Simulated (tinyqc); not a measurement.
What moves the results: Slater-Koster d bands of an fcc metal. A value that a table varies takes the place of the one given here.

Slater-Koster d bands. For a bond with direction cosines (l, m, n) the 5 x 5 block is dds Ps + ddp Pp + ddd (1 - Ps - Pp), the projectors on sigma, pi and delta states about the bond; for instance <xy|xy> = 3 l^2 m^2 dds + (l^2 + m^2 - 4 l^2 m^2) ddp + (n^2 + l^2 m^2) ddd, <xy|yz> = 3 l m^2 n dds + l n (1 - 4 m^2) ddp + l n (m^2 - 1) ddd and <3z2-r2|3z2-r2> = (n^2 - (l^2 + m^2)/2)^2 dds + 3 n^2 (l^2 + m^2) ddp + (3/4)(l^2 + m^2)^2 ddd. H(k) sums the blocks times cos(k.R) over the neighbours; the d level is the zero of energy; k in 2 pi/a.

Neighbours: twelve at (a/2)(1,1,0) and equivalents.

Mesh: k = f1 b1 + f2 b2 + f3 b3 with fractions (j + 1/2)/N, j = 0 to N - 1, and b = (-1,1,1), (1,-1,1), (1,1,-1) for fcc, (0,1,1), (1,0,1), (1,1,0) for bcc, unit vectors for simple cubic. The lowest Nd/10 of all levels are filled with two electrons each; the bond energy is their sum per atom.

Values chosen for the exercise (of the size met in Ir; shifted at random, so the results belong to these values and not to a real crystal): dds = -1.089 eV (dd sigma); ddp = 0.457 eV (dd pi); ddd = -0.109 eV (dd delta); N = 10 (mesh); f2 = 0.487 (factor for second neighbours in bcc).

## Band filling: full bands against the rectangular model

W = sqrt(12 mu2) with mu2 the mean square level on the mesh; rectangular model: Fermi level W (Nd/10 - 1/2), bond energy -W Nd (10 - Nd)/20. The Fermi level of the mesh is the highest filled level.

Per atom (eV):
```
Nd  EF, bands  bond energy, bands  EF, rectangle  bond energy, rectangle
1      -2.506              -3.141         -2.738                  -3.081
2      -1.993              -5.342         -2.054                  -5.477
3      -1.448              -7.040         -1.369                  -7.188
4      -1.007              -8.273         -0.685                  -8.215
5       0.037              -8.729          0.000                  -8.558
6       0.905              -8.304          0.685                  -8.215
7       1.486              -7.090          1.369                  -7.188
8       2.062              -5.317          2.054                  -5.477
9       2.657              -2.940          2.738                  -3.081
```

W = 6.846 eV
full width on the mesh = 7.981 eV

The bond energy is deepest at Nd = 5 (-8.729 eV); the rectangle has its minimum at 5. The two differ most at Nd = 5, by 0.172 eV or 2 % of the deepest value: the second moment fixes the parabola, and higher moments the rest. At Nd = 3 and 7 the bands give -7.040 and -7.090 eV, a skew towards more than half filling.

## Which lattice a d-band metal prefers

fcc has twelve neighbours, bcc eight and six (the six times f2), simple cubic six. The integrals of bcc and sc are scaled so that all three have the second moment of fcc, which stands for equal repulsion (structural energy difference theorem). s and p electrons are left out.

Bond energy per atom:
```
Nd  fcc (eV)  bcc - fcc (meV)  sc - fcc (meV)
1     -3.141              161            -361
2     -5.342              -22            -220
3     -7.040             -281             130
4     -8.273             -375             641
5     -8.729              115             897
6     -8.304              432             672
7     -7.090              336             180
8     -5.317               55            -246
9     -2.940             -190            -562
```

scale factors: bcc 1.1285, sc 1.4142

mu3/mu2^1.5: fcc -0.060, bcc -0.055, sc 0.000

mu4/mu2^2: fcc 1.800, bcc 1.761, sc 2.784

largest change of a difference when N is raised to 14 = 15 meV

fcc is lowest for Nd = 5, 6 and 7. bcc is lowest for Nd = 3 and 4. sc is lowest for Nd = 1, 2, 8 and 9. bcc gains most on fcc at Nd = 4 (-375 meV). A small fourth moment marks a two-peaked band, which tends to favour fillings near one half; bcc has -2 % against fcc, and at Nd = 5 it lies +115 meV from fcc, which the fourth moment alone does not explain (differences of a few tens of meV are within the error of the mesh; hcp is left out, and this d-only model can miss the lattice of the real metal). The third moments, from three-membered rings, skew the bands. That simple cubic wins anywhere comes from keeping d bands and equal second moments alone; no transition metal takes it. Differences below about 15 meV are within the error of this mesh, and the s and p electrons left out weigh most where the d band is nearly empty or full.

## What each integral does

Levels at Gamma, E(t2g) = 3 dds + 4 ddp + 5 ddd, E(eg) = 1.5 dds + 6 ddp + 4.5 ddd, and W = sqrt(12 mu2), the width of a rectangular band with the same second moment mu2 = z (dds^2 + 2 ddp^2 + 2 ddd^2)/5, z = 12. Each row changes one parameter from the base and keeps the others.

Results:
```
case              t2g (eV)  eg (eV)  W (eV)
base               -1.9840   0.6180  6.8461
dds = -1.2523 eV   -2.4739   0.3730  7.6079
ddp = 0.3885 eV    -2.2580   0.2070  6.5979
ddd = -0.0926 eV   -1.9020   0.6918  6.8321
```

The largest shifts from the base row, up to three for each result and ties (the steps differ in size, so this ranks the rows, not the parameters). t2g (eV): dds -0.4899, ddp -0.2740, ddd +0.0820. eg (eV): ddp -0.4110, dds -0.2450, ddd +0.0738. W (eV): dds +0.7618, ddp -0.2481, ddd -0.0139. The ratio of the shifts of t2g and eg names the integral: 3 : 1.5 for dds, 4 : 6 for ddp, 5 : 4.5 for ddd.

Program tinyqc; command `OMP_NUM_THREADS=1 python tinyqc.py 1481663 1481664 out.jsonl`; about 0.03 s on one thread of a shared Intel(R) Xeon(R) Processor @ 2.30GHz.
